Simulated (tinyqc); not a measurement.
From a target to a composition: virtual-crystal alloy in the empirical-pseudopotential method. Three cases, with inputs chosen for the exercise.

Problem. The gap from the valence top to the fifth band at L = (1/2,1/2,1/2) is given; it is monotonic in x. Find x.

Empirical pseudopotential on the fcc lattice, atoms at +/- tau, tau = a (1,1,1)/8, no spin-orbit coupling. H(G,G') = c (2 pi/a)^2 |k + G|^2 delta + VS(q) cos(q.tau) + i VA(q) sin(q.tau), q = G - G', c = hbar^2/2m0; k and G in units of 2 pi/a; VS at |q|^2 = 3, 8, 11 and VA at 3, 4, 11, in rydberg, zero elsewhere. At each k the basis holds all G with |k + G|^2 up to 16; energies are counted from the fourth level at Gamma.

Virtual crystal A(1-x)B(x): a = (1 - x) a_A + x a_B. Rule linear: V = (1 - x) V_A + x V_B. Rule volume: V = [(1 - x) a_A^3 V_A + x a_B^3 V_B]/a^3, since a form factor is an atomic potential divided by the cell volume.

Constants: hbar^2/2m0 = 3.80998211 eV angstrom^2; Ry = 13.60569312 eV.

Case 1.

Values chosen (classic local form factors of the size used for Si (A) and Ge (B), which place X and L only to a few tenths of an eV; not measured data): a = (5.433, 5.661) angstrom (lattice constants of A, B); VSA = (-0.209, 0.041, 0.08) Ry (symmetric form factors of A); VAA = (0, 0, 0) Ry (antisymmetric form factors of A); VSB = (-0.226, 0.009, 0.059) Ry (symmetric form factors of B); VAB = (0, 0, 0) Ry (antisymmetric form factors of B); rule = volume (mixing rule).

gap to L = 1.04804 eV

Case 2.

Values chosen (classic local form factors of the size used for Si (A) and Ge (B), which place X and L only to a few tenths of an eV; not measured data): a = (5.439, 5.661) angstrom (lattice constants of A, B); VSA = (-0.209, 0.041, 0.079) Ry (symmetric form factors of A); VAA = (0, 0, 0) Ry (antisymmetric form factors of A); VSB = (-0.227, 0.009, 0.06) Ry (symmetric form factors of B); VAB = (0, 0, 0) Ry (antisymmetric form factors of B); rule = linear (mixing rule).

gap to L = 1.04218 eV

Case 3.

Values chosen (classic local form factors of the size used for GaAs (A) and GaP (B), which place X and L only to a few tenths of an eV; not measured data): a = (5.639, 5.443) angstrom (lattice constants of A, B); VSA = (-0.232, 0.01, 0.061) Ry (symmetric form factors of A); VAA = (0.069, 0.05, 0.009) Ry (antisymmetric form factors of A); VSB = (-0.219, 0.029, 0.07) Ry (symmetric form factors of B); VAB = (0.122, 0.069, 0.02) Ry (antisymmetric form factors of B); rule = volume (mixing rule).

gap to L = 2.27811 eV

Find: x; a.

Solution.

Case 1.

x = 0.78
a = 5.611 angstrom

Bisect on x between the ends, where the gap to L is 1.844 and 0.833 eV; a straight line between them would give x = 0.79.

Case 2.

x = 0.84
a = 5.625 angstrom

Bisect on x between the ends, where the gap to L is 1.821 and 0.881 eV; a straight line between them would give x = 0.83.

Case 3.

x = 0.70
a = 5.502 angstrom

Bisect on x between the ends, where the gap to L is 1.693 and 2.524 eV; a straight line between them would give x = 0.70.

Computed by tinyqc, one run a case: `OMP_NUM_THREADS=1 python tinyqc.py N N+1 out.jsonl` with N = 1081103, 1081130, 1081348; one thread of a shared Intel(R) Xeon(R) Processor @ 2.30GHz, about 0.2 s a run at most.
